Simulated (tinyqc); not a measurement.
## Via and link resistance from two via chains

Problem. A chain of 1000 vias joined by 1000 metal links has R = 1000 (Rv + Rlink), with Rlink proportional to the link length. Find Rv, Rlink for length L, and the value of Rv that the short chain would give if the links were ignored.

resistance of chains of 1000 links with link lengths L and 3 L (ohm): [9200, 21000]

Solution. R per link is a straight line in the link length; its intercept at zero length is Rv.

Rv = 3.30 ohm
Rlink = 5.90 ohm
Rv without correction = 9.20 ohm

Program tinyqc, `OMP_NUM_THREADS=1 python tinyqc.py 2750095 2750096 out.jsonl`; Intel Xeon 2.30GHz, shared host, one thread, about 0.01 s.
